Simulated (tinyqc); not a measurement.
Ballistic transport through the one-dimensional subbands of a rectangular nanowire or nanosheet channel: one step, computed by the program tinyqc. Command: `OMP_NUM_THREADS=1 python tinyqc.py 3028795 3028796 out.jsonl wire walk`. One thread of a shared host (Intel(R) Xeon(R) Processor @ 2.30GHz), about 0.02 s of CPU time with the checks.

Hard walls, parabolic subbands, transport along x. Energies are counted from the bulk conduction band edge at the top of the barrier, which the gate pulls down by U; the source Fermi level lies at the bulk edge when U = 0.

Problem. Subbands. E_pq = (hbar^2 pi^2/2)(p^2/(m_y b^2) + q^2/(m_z a^2)); m_x = m_y = m_z = m, degeneracy g = 1; the 10 lowest subbands are kept.

Inputs (values chosen for the exercise, modelled on GaN): mass m = 0.19 m_0; height a = 3.4 nm; width b = 3.9 nm.

Valleys: single isotropic valley.

Constants: hbar^2/(2 m_0) = 3.80998212 eV angstrom^2; k_B = 8.617333262e-05 eV/K.

Give: Subbands.

Solution.

Subbands:
```
valley axis  p  q  E (meV)  m_x (m_0)
-            1  1      301       0.19
-            2  1      692       0.19
-            1  2      815       0.19
-            2  2     1205       0.19
-            3  1     1342       0.19
-            1  3     1671       0.19
-            3  2     1856       0.19
-            2  3     2061       0.19
-            4  1     2253       0.19
-            3  3     2712       0.19
```

Caution: confinement energies this large call for non-parabolicity and barrier penetration, which lower the subbands and raise the mass.
